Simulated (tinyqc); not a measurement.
Drifting, spreading and decaying minority pulse (Haynes-Shockley), explicit time steps: one step of the calculation.

Low injection in a uniform field: dn/dt = D d2n/dx2 - v dn/dx - n/tau with D = mu Vt and v = mu F towards +x. Exact solution on an infinite bar for a Gaussian start at x0: n = N0 exp(-t/tau) exp(-(x - x0 - v t)^2/(2 s^2))/sqrt(2 pi s^2), s^2 = s0^2 + 2 D t.

Problem. Densities after a time step. (L n)_i = a n_(i-1) + b n_i + c n_(i+1), n = 0 beyond the ends. Explicit step: n(new) = n + L n.

a = 0.45255280
b = -0.56742560
c = 0.024872802
n at t = 1 dt, node 1 to 9 (in units of 1e12 cm^-3): [0.0456402, 0.4393094, 1.9463768, 4.0333333, 4.0117797, 1.8615782, 0.3689587, 0.0288900, 0.0008569]

Give: n at t = 2 dt.

Solution.

n at t = 2 dt, node 1 to 9 (in units of 1e12 cm^-3): [0.0307, 0.2591, 1.1411, 2.7253, 3.6070, 2.6300, 1.0028, 0.1795, 0.0134]

Program tinyqc, `OMP_NUM_THREADS=1 python tinyqc.py 2310122 2310123 out.jsonl`; Intel Xeon 2.30GHz, shared host, one thread, about 0.01 s.
